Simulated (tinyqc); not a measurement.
From a target to a composition: virtual-crystal alloy in the empirical-pseudopotential method. Four cases, with inputs chosen for the exercise.

Problem. The gap from the valence top to the fifth band at L = (1/2,1/2,1/2) is given; it is monotonic in x. Find x.

Empirical pseudopotential on the fcc lattice, atoms at +/- tau, tau = a (1,1,1)/8, no spin-orbit coupling. H(G,G') = c (2 pi/a)^2 |k + G|^2 delta + VS(q) cos(q.tau) + i VA(q) sin(q.tau), q = G - G', c = hbar^2/2m0; k and G in units of 2 pi/a; VS at |q|^2 = 3, 8, 11 and VA at 3, 4, 11, in rydberg, zero elsewhere. At each k the basis holds all G with |k + G|^2 up to 16; energies are counted from the fourth level at Gamma.

Virtual crystal A(1-x)B(x): a = (1 - x) a_A + x a_B. Rule linear: V = (1 - x) V_A + x V_B. Rule volume: V = [(1 - x) a_A^3 V_A + x a_B^3 V_B]/a^3, since a form factor is an atomic potential divided by the cell volume.

Constants: hbar^2/2m0 = 3.80998211 eV angstrom^2; Ry = 13.60569312 eV.

Case 1.

Values chosen (classic local form factors of the size used for GaP (A) and InP (B), which place X and L only to a few tenths of an eV; shifted at random, so the results belong to these values and not to a real crystal): a = (5.439, 5.853) angstrom (lattice constants of A, B); VSA = (-0.221, 0.031, 0.071) Ry (symmetric form factors of A); VAA = (0.118, 0.071, 0.02) Ry (antisymmetric form factors of A); VSB = (-0.23, 0.011, 0.059) Ry (symmetric form factors of B); VAB = (0.068, 0.05, 0.009) Ry (antisymmetric form factors of B); rule = linear (mixing rule).

gap to L = 2.42853 eV

Case 2.

Values chosen (classic local form factors of the size used for Si (A) and Ge (B), which place X and L only to a few tenths of an eV; shifted at random, so the results belong to these values and not to a real crystal): a = (5.426, 5.671) angstrom (lattice constants of A, B); VSA = (-0.207, 0.041, 0.082) Ry (symmetric form factors of A); VAA = (0, 0, 0) Ry (antisymmetric form factors of A); VSB = (-0.231, 0.009, 0.059) Ry (symmetric form factors of B); VAB = (0, 0, 0) Ry (antisymmetric form factors of B); rule = volume (mixing rule).

gap to L = 1.09562 eV

Case 3.

Values chosen (classic local form factors of the size used for Si (A) and Ge (B), which place X and L only to a few tenths of an eV; shifted at random, so the results belong to these values and not to a real crystal): a = (5.438, 5.653) angstrom (lattice constants of A, B); VSA = (-0.214, 0.04, 0.08) Ry (symmetric form factors of A); VAA = (0, 0, 0) Ry (antisymmetric form factors of A); VSB = (-0.234, 0.009, 0.059) Ry (symmetric form factors of B); VAB = (0, 0, 0) Ry (antisymmetric form factors of B); rule = linear (mixing rule).

gap to L = 1.68747 eV

Case 4.

Values chosen (classic local form factors of the size used for GaAs (A) and GaP (B), which place X and L only to a few tenths of an eV; shifted at random, so the results belong to these values and not to a real crystal): a = (5.645, 5.441) angstrom (lattice constants of A, B); VSA = (-0.226, 0.009, 0.06) Ry (symmetric form factors of A); VAA = (0.069, 0.051, 0.01) Ry (antisymmetric form factors of A); VSB = (-0.218, 0.029, 0.072) Ry (symmetric form factors of B); VAB = (0.123, 0.07, 0.019) Ry (antisymmetric form factors of B); rule = linear (mixing rule).

gap to L = 2.39719 eV

Find: x; a.

Solution.

Case 1.

x = 0.32
a = 5.571 angstrom

Bisect on x between the ends, where the gap to L is 2.614 and 1.927 eV; a straight line between them would give x = 0.27.

Case 2.

x = 0.79
a = 5.620 angstrom

Bisect on x between the ends, where the gap to L is 1.877 and 0.897 eV; a straight line between them would give x = 0.80.

Case 3.

x = 0.21
a = 5.483 angstrom

Bisect on x between the ends, where the gap to L is 1.876 and 0.902 eV; a straight line between them would give x = 0.19.

Case 4.

x = 0.78
a = 5.486 angstrom

Bisect on x between the ends, where the gap to L is 1.593 and 2.597 eV; a straight line between them would give x = 0.80.

Computed by tinyqc, one run a case: `OMP_NUM_THREADS=1 python tinyqc.py N N+1 out.jsonl` with N = 1051455, 1051465, 1051484, 1051521; one thread of a shared Intel(R) Xeon(R) Processor @ 2.30GHz, about 0.2 s a run at most.
